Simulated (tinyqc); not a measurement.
Inside a calculation. Model: Schottky emission and Poole-Frenkel conduction in an insulator, and how to tell them apart.

Numbers from tinyqc (`OMP_NUM_THREADS=1 python tinyqc.py 2370107 2370108 out.jsonl`; about 0.01 s on one thread of a shared Intel Xeon 2.30GHz). Printed values are rounded.

Schottky emission (electrode-limited): J = As T^2 exp[-(pb - b sqrt(F))/Vt], b = sqrt(q/(4 pi eps0 ei)). Poole-Frenkel emission (bulk-limited): J = s0 F exp[-(pt - 2 b sqrt(F))/Vt]. F in V/cm.

Inputs (values chosen for the exercise); dielectric values close to those of aluminium oxide: temperature T = 400 K; high-frequency relative permittivity ei = 3.39; static relative permittivity es = 9.28; trap depth pt = 1.18 eV; Poole-Frenkel prefactor s0 = 0.088 S/cm; electrode barrier pb = 1.56 eV; Richardson constant As = 46 A/(cm^2 K^2); field F = 1.4 MV/cm.

Constants: q = 1.602176634e-19 C, kB = 1.380649e-23 J/K, Vt = kB T/q, eps0 = 8.8541878128e-14 F/cm where lengths are in cm. Results are converted to the units shown.

## Both currents at one field

Lowerings b sqrt(F) and 2 b sqrt(F); the image-force maximum lies at sqrt(q/(16 pi eps0 ei F)) from the electrode.

Schottky lowering = 243.860 meV
position of the barrier top = 0.870928 nm
Poole-Frenkel lowering = 487.719 meV
J, Schottky = 1.92416e-10 A/cm^2
J, Poole-Frenkel = 2.33485e-4 A/cm^2

Injection and bulk transport act in series, so the smaller capacity limits the current: here the electrode, by a factor of 1.21e6.

## Which mechanism made these data

| point | F (MV/cm) | J (A/cm^2) |
|---|---|---|
| 0 | 1.12 | 1.468e-6 |
| 1 | 1.8 | 6.986e-5 |
| 2 | 2.48 | 0.001564 |
| 3 | 3.15 | 0.02173 |
| 4 | 3.83 | 0.2335 |
| 5 | 4.5 | 1.956 |

The data come from another sample of the same dielectric, in which one mechanism alone limits the current. Fit straight lines by least squares: ln J on sqrt(F) (Schottky plot, slope b/Vt) and ln(J/F) on sqrt(F) (Poole-Frenkel plot, slope 2 b/Vt), F in V/cm, and read a permittivity from each slope. The right mechanism gives a value near ei, and in any case between ei and es.

slope of the Schottky plot = 0.0132565 (cm/V)^0.5
permittivity read as Schottky = 0.689647
slope of the Poole-Frenkel plot = 0.0119583 (cm/V)^0.5
permittivity read as Poole-Frenkel = 3.39003

Both plots are nearly straight, so straightness decides nothing. Read as Poole-Frenkel the data give 3.39, which matches ei = 3.39; read as Schottky they give 0.690, below 1 and impossible. The data are Poole-Frenkel.
